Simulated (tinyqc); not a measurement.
Resonant-tunnelling diode, transfer matrices and Tsu-Esaki current: resonance against bias.

Emitter (band edge 0), barrier d1, well Lw, barrier d2, spacer ds, collector (edge -V). The bias drops linearly over these layers and none in the contacts; each layer is cut into ns equal slices, flat at the value of their centres. E is the energy of motion across the layers, C = hbar^2/(2 m0), psi and psi'/m are continuous. Transport is coherent, T(E) is taken as independent of the transverse momentum, and charge in the well is ignored.

For the pair (psi, psi'/m) a flat layer has M = [[cos kd, (m/k) sin kd], [-(k/m) sin kd, cos kd]] with k = sqrt(m (E - U)/C) above its edge U, and M = [[cosh Kd, (m/K) sinh Kd], [(K/m) sinh Kd, cosh Kd]] with K = sqrt(m (U - E)/C) below it. Later slices stand to the left. With M acting on (psi, psi'/m) and v = k/m in each lead, T(E) = 4 vL vR/[(vL vR M12 - M21)^2 + (vR M11 + vL M22)^2]. J = J0 times the integral over E > 0 of T(E) N(E), N = ln[(1 + exp((Ef - E)/Vt))/(1 + exp((Ef - V - E)/Vt))], J0 = q^2 mw m0 kB T/(2 pi^2 hbar^3) (times 1e-4 for A/cm^2 per eV). The integral is converged to the digits shown. The resonance is the first maximum of T(E) for E > 0, G its full width at half maximum. For a sharp resonance J = J0 (pi G/2) Tp N(Er), with Er the peak energy, Tp the peak transmission and G the full width at half maximum (in eV).

Inputs (values chosen for the exercise); masses and offsets of a made-up heterostructure: temperature T = 300 K; mass in the well, spacer and contacts mw = 0.26 m0; barrier height U1 = 1 eV; barrier mass m1 = 0.51 m0; emitter barrier d1 = 0.8 nm; well width Lw = 1.8 nm; collector barrier d2 = 0.8 nm; slices in each layer ns = 1; undoped spacer after the collector barrier ds = 3.9 nm; Fermi energy of both contacts above their band edges Ef = 0.061 eV.

Constants: q = 1.602176634e-19 C, kB = 1.380649e-23 J/K, hbar = 1.054571817e-34 J s, m0 = 9.1093837015e-31 kg, Vt = kB T/q, hbar^2/(2 m0) = 0.0380998212 eV nm^2. Results are converted to the units shown.

Result of one run:

| V (V) | Er (eV) | Tp | G (meV) | J (kA/cm^2) | one-resonance J (kA/cm^2) |
|---|---|---|---|---|---|
| 0.267 | 0.1157 | 0.9066 | 2.074 | 36.59 | 36.56 |

What becomes of these results when the bias of the collector V is changed from 0.267 to 0.554 V, all else the same?

Result of the changed run:

| V (V) | Er (eV) | Tp | G (meV) | J (kA/cm^2) | one-resonance J (kA/cm^2) |
|---|---|---|---|---|---|
| 0.554 | 0.04863 | 0.7565 | 1.717 | 210.0 | 213.3 |

The whole series:

| V (V) | Er (eV) | Tp | G (meV) | J (kA/cm^2) | one-resonance J (kA/cm^2) |
|---|---|---|---|---|---|
| 0.076 | 0.1602 | 0.9948 | 1.914 | 6.669 | 6.573 |
| 0.172 | 0.1378 | 0.9603 | 2.008 | 16.55 | 16.45 |
| 0.267 | 0.1157 | 0.9066 | 2.074 | 36.59 | 36.56 |
| 0.363 | 0.09334 | 0.8658 | 1.993 | 73.89 | 74.21 |
| 0.458 | 0.07114 | 0.8282 | 1.839 | 132.9 | 134.3 |
| 0.554 | 0.04863 | 0.7565 | 1.717 | 210.0 | 213.3 |
| 0.649 | 0.02630 | 0.6105 | 1.666 | 268.3 | 273.6 |

Er falls from 0.160 to 0.0263 eV, by 0.234 eV a volt, against the share 0.233 of the bias at the centre of the well. Tp falls from 0.995 to 0.610: the bias makes equal barriers unequal. The one-resonance current is 1.4 % below the full integral in the first row and 2.0 % above it in the last. In 3 of the 7 rows the bias alone exceeds 0.4 V, so electrons enter the collector far above its band edge, where real bands are no longer parabolic.

Numbers from tinyqc (`OMP_NUM_THREADS=1 python tinyqc.py 2600115 2600116 out.jsonl`; about 0.2 s on one thread of a shared Intel Xeon 2.30GHz).
